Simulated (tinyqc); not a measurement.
A ladder of methods, and size consistency: correlation methods against full CI in the sto-6g basis, for BeH2, spin multiplicity 1. Computed by the program tinyqc with PySCF. All electrons correlated; +Q is the Davidson correction (1 - c0^2) E_corr. The last columns treat two copies 100 angstrom apart as one system. FCI is the lowest singlet.

Geometry (angstrom):
```
atom       x        y       z
Be    0.0000   0.0000  0.0000
H     0.0000   1.2550  0.1040
H     0.0000  -1.2550  0.1040
```

RHF energy of one = -15.724609 hartree

Correlation energies (hartree):
```
method   E_corr of one  share of FCI (%)  E_corr of two at 100 angstrom  two minus twice one (mhartree)
MP2          -0.021848           67.5074                      -0.043696                          0.0000
CISD         -0.031731           98.0430                      -0.062082                          1.3792
CISD+Q       -0.032453          100.2753                      -0.064716                          0.1895
CCSD         -0.032026           98.9566                      -0.064052                          0.0000
CCSD(T)      -0.032209           99.5201                      -0.064417                          0.0000
FCI          -0.032364          100.0000                              -                               -
```

What does the comparison show, and why?

MP2 recovers 68 %, CISD 98.0 % and CCSD 99.0 % of the FCI value (c0^2 = 0.977 in CISD). MP2 and coupled cluster are size consistent, so their last column vanishes; CISD loses 1.38 mhartree, since a double excitation on each copy is a quadruple of the pair, and the Davidson correction leaves +0.19.
